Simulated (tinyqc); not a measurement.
# Schottky barrier on an n-type semiconductor with a doping step, non-linear Poisson equation by Newton steps: Capacitance-voltage profiling

One dimension, metal at x = 0, donor density C(x) = N1 for x < x1 and Nd beyond. Energies are counted from the electron Fermi level of the semiconductor and the conduction-band edge is Ec = -psi, so n = Nc exp(psi/Vt); holes follow the Fermi level of the metal, at -V, so p = Nv exp((V - psi - Eg)/Vt). Ends: psi(0) = V - phiB and psi = Vt ln(Nd/Nc) deep inside. Boltzmann statistics, full ionisation, no current, no image force in the Poisson equation.

The Poisson equation d/dx(eps0 eps_r dpsi/dx) = -q (p - n + C) is solved on a mesh of about 1000 nodes or more that ends in neutral material. C_s = q d/dV of the integral of n over x, from the linearised equation. Probed depth w = eps0 eps_r/C_s; apparent doping N_app = C_s^3/(q eps0 eps_r dC_s/dV), the derivative by central differences over +/- 0.02 V.

Parameters, values chosen for the exercise; band and dielectric values close to those of silicon: temperature T = 325 K; band gap Eg = 1.11 eV; relative permittivity eps_r = 11.6; conduction-band density of states at T Nc = 3.1e19 cm^-3; valence-band density of states at T Nv = 2.99e19 cm^-3; donor density deep in the semiconductor Nd = 2.9e15 cm^-3; barrier height phiB = 0.73 eV; depth of the doping step x1 = 580 nm; donor density above the step N1 = 2.9e14 cm^-3.

Constants: q = 1.602176634e-19 C, kB = 1.380649e-23 J/K, Vt = kB T/q, eps0 = 8.8541878128e-14 F/cm where lengths are in cm. Results are converted to the units shown.

The same in every row: true C(w) (cm^-3) = 2.90e15.

Capacitance-voltage profiling:
```
V (V),C_s (nF/cm^2),w (nm),N_app (cm^-3),|E_0| (kV/cm)
0,14.7,699,2.39e15,8.32
-0.62,11.7,879,2.90e15,16.2
-1.25,10.0,1.03e3,2.90e15,22.8
-1.88,8.91,1.15e3,2.90e15,28.6
-2.5,8.11,1.27e3,2.90e15,33.7
-3.12,7.50,1.37e3,2.90e15,38.4
-3.75,6.99,1.47e3,2.90e15,42.8
-4.38,6.58,1.56e3,2.90e15,47.0
-5,6.24,1.65e3,2.90e15,50.8
```

C_s falls from 14.7 to 6.24 nF/cm^2 while the probed depth goes from 699 to 1650 nm. The apparent doping rises from 2.39e15 to 2.90e15 cm^-3. It departs most from the true doping at that depth for V = 0 V, where it is 18 % below it; the method senses the electrons at the edge of the depleted layer, which are smeared over a few Debye lengths (LD = 79 nm at Nd), so it cannot follow a doping that changes on that scale.

Numbers from tinyqc (`OMP_NUM_THREADS=1 python tinyqc.py 2020174 2020175 out.jsonl`; about 0.1 s on one thread of a shared Intel Xeon 2.30GHz).
